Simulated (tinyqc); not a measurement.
Longitudinal sound in a periodic multilayer: transfer matrices, stop bands and folded phonons: one step, computed by the program tinyqc.

Layers 1 and 2 repeat with period d = d_1 + d_2; waves travel normal to the layers, without loss. State vector (u, s): displacement u and stress divided by omega. Impedances Z = rho v are in 1e6 kg/(m^2 s).

Question. Transfer matrix of one period. A layer maps (u, s) by [[cos p, sin p/Z], [-Z sin p, cos p]], p = 2 pi f d_i/v_i; one period is M = M_2 M_1, and cos(q d) = trace(M)/2.

Inputs (values chosen for the exercise, modelled on silica (layer 1), tungsten (layer 2) and silicon (substrate)):

| quantity | value | unit |
|---|---|---|
| velocity v_1 | 5930 | m/s |
| thickness d_1 | 630 | nm |
| velocity v_2 | 5270 | m/s |
| thickness d_2 | 551 | nm |
| frequency f | 1.06 | GHz |

Z_2 = 101.711

Z_1 = 13.1646

Give: phase p_1; phase p_2; M; trace(M)/2.

Answer.

phase p_1 = 0.70757 rad

phase p_2 = 0.69635 rad

M:
```
         1         2
1  0.52906  0.042672
2  -56.143   -2.6381
```

trace(M)/2 = -1.0545

|trace/2| > 1: f lies in a stop band, and the amplitude falls by a factor 1.389 a period.
